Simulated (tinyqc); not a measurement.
Nanosheet or nanowire with hard walls, valleys of the Ge type, step by step. Values are carried at full precision from step to step, so a last printed digit may differ when a step is redone from the rounded ones.

Four ellipsoidal valleys along <111>: inverse mass tensor w = 1/mt + (1/ml - 1/mt) a a^T with a the unit axis. Device axes: x along the channel, z = [001], y = z x x. The Gamma and Delta valleys are left out; the heavy Delta valleys, about 0.18 eV up, lie lowest once the L levels pass about 0.2 eV.

Constants: hbar^2/2m0 = 3.80998211 eV angstrom^2; hbar = 6.58211957e-16 eV s; e^2/h = 3.874045865e-05 S; kB = 8.617333262e-05 eV/K.

Values chosen for the exercise (near those of Ge; not measured data): ml = 1.562 m0 (longitudinal mass); mt = 0.08 m0 (transverse mass); channel = 100 (transport direction x on a (001) wafer); W = 110 angstrom (width, along y); H = 74 angstrom (height, along z = [001]); dE = 0.13 eV (EF above the lowest subband edge); T = 300 K (temperature); g_all = 4 (number of valleys).

## Valley masses for a [100] channel

Rotate w into the device axes and group equal valleys (|w_yz| counts); order by w_zz, then w_yy. 1/m_x = w_xx - w_xc w_c^-1 w_cx with c the block (y, z).

Valleys:
```
group  valleys g    w_yy    w_zz  |w_yz|  m_x (m0)
A              4  8.5467  8.5467  3.9533    0.5740
```

The lightest transport mass, 0.574 m0, belongs to group A.

## One-dimensional subbands

Hard walls around a W x H rectangle. The block w_c of w in (y, z) confines; the transport mass follows from 1/m_x = w_xx - w_xc w_c^-1 w_cx. The cross-section problem c (w_yy ky^2 + 2 w_yz ky kz + w_zz kz^2), c = hbar^2/2m0, is solved in products sin(n pi y/W) sin(l pi z/H), n, l = 1 to 12; if w_yz = 0 the levels are c pi^2 (w_yy n^2/W^2 + w_zz l^2/H^2). The w_yz term couples (n, l) to (n', l') by -2 c w_yz D_nn'(W) D_ll'(H) with D_nm(L) = 4 n m/(L (n^2 - m^2)) for n + m odd and 0 otherwise.

The ten lowest levels of all groups together, numbered within each group.

Subbands:
```
label  valleys g  m_x (m0)  E (eV)
A1             4    0.5740  0.0819
A2             4    0.5740  0.1490
A3             4    0.5740  0.2484
A4             4    0.5740  0.2597
A5             4    0.5740  0.3430
A6             4    0.5740  0.3669
A7             4    0.5740  0.4877
A8             4    0.5740  0.5010
A9             4    0.5740  0.5554
A10            4    0.5740  0.6209
```

The lowest subband is A1; the number of further ones in the list within kB T = 25.9 meV of it at 300 K is 0.

## Modes, density and velocity at zero temperature

With EF = E_lowest + dE, each subband below EF has k_F = sqrt(m_x (EF - E)/c), carries n = 2 g k_F/pi electrons per length (spin included), moves at v = 2 c k_F/(hbar m_x) and adds 2 g e^2/h to the ballistic conductance; c = hbar^2/2m0, 1 angstrom/s = 1e-8 cm/s.

Occupied subbands:
```
label  k_F (1/angstrom)  n (1/nm)  v (1e7 cm/s)
A1               0.1399     3.564          2.82
A2               0.0973     2.479          1.96
```

total n = 6.043 1/nm
ballistic conductance = 619.8 microsiemens

EF lies below the last listed level, so the count is complete for these valleys (other families, and non-parabolicity above about 0.2 eV, are left out): 2 subbands with 8 valley modes. The Fermi velocity, averaged with the densities as weights, is 2.47 x 1e7 cm/s; the mean over all filled states moving one way is half of it.

## Threshold shift from confinement

Without degeneracy the line density is N1 exp((EF - Ec)/kB T) with N1 = sum 2 g sqrt(m_x kB T/(4 pi c)) exp(-E/kB T), here over n, l up to 80 where w_yz = 0 and over all levels of a 12 x 12 sine basis otherwise; the classical value is W H Nc with Nc = 2 g_all (m_dos kB T/(4 pi c))^(3/2), m_dos = (ml mt^2)^(1/3); dVt = kB T ln(W H Nc/N1).

Form N1, W H Nc and dVt.

N1 = 0.06382 1/nm
W H Nc = 0.8169 1/nm
dVt = 65.9 mV

## Checks

- Lowest level of group A on a 40 x 40 difference grid against the sine basis, eV: both 0.082.

(tinyqc, `OMP_NUM_THREADS=1 python tinyqc.py 1251311 1251312 out.jsonl`, Intel(R) Xeon(R) Processor @ 2.30GHz, 1 thread, shared host, about 0.3 s.)
